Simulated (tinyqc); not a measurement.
Plane-wave Kohn-Sham cycle with exchange-only LDA in a layered model solid, step by step. One step of it, computed by the program tinyqc.

Problem. Iteration 1: potential. V_H(G) = 4 pi rho(G)/G^2 for G != 0 (uniform background); v_x = -(3 rho/pi)^(1/3); V = V_ext + V_H + v_x; Fourier components f(G_m) = (1/N) sum_j f(x_j) exp(-i G_m x_j).

A solid whose potential varies along x alone (atomic units):

| parameter | value |
|---|---|
| period a | 6.000000 |
| cross-section of the cell | 13.000000 |
| electrons per cell | 4 |
| grid points | 16 |
| plane waves -n..n, n | 3 |
| k points | 1 |
| V1 in V1 cos(2 pi x/a) | -0.370000 |
| V2 in V2 cos(4 pi x/a) | 0.010000 |

density at the start, on the grid x_j = j a/N (e/bohr^3): 0.05128205  0.05128205  0.05128205  0.05128205  0.05128205  0.05128205  0.05128205  0.05128205  0.05128205  0.05128205  0.05128205  0.05128205  0.05128205  0.05128205  0.05128205  0.05128205

Give: Potentials on the grid; V(G_m), m = 0, 1, 2, ....

Solution.

Potentials on the grid (hartree):

| x | V_ext | V_H | v_x | V |
|---|---|---|---|---|
| 0.000 | -0.360 | 0.000 | -0.366 | -0.726 |
| 0.375 | -0.335 | 0.000 | -0.366 | -0.701 |
| 0.750 | -0.262 | 0.000 | -0.366 | -0.627 |
| 1.125 | -0.149 | 0.000 | -0.366 | -0.515 |
| 1.500 | -0.010 | 0.000 | -0.366 | -0.376 |
| 1.875 | 0.135 | 0.000 | -0.366 | -0.231 |
| 2.250 | 0.262 | 0.000 | -0.366 | -0.104 |
| 2.625 | 0.349 | 0.000 | -0.366 | -0.017 |
| 3.000 | 0.380 | 0.000 | -0.366 | 0.014 |
| 3.375 | 0.349 | 0.000 | -0.366 | -0.017 |
| 3.750 | 0.262 | 0.000 | -0.366 | -0.104 |
| 4.125 | 0.135 | 0.000 | -0.366 | -0.231 |
| 4.500 | -0.010 | 0.000 | -0.366 | -0.376 |
| 4.875 | -0.149 | 0.000 | -0.366 | -0.515 |
| 5.250 | -0.262 | 0.000 | -0.366 | -0.627 |
| 5.625 | -0.335 | 0.000 | -0.366 | -0.701 |

V(G_m), m = 0, 1, 2, ... (hartree): -0.366  -0.185  0.005  0.000  0.000  0.000  0.000
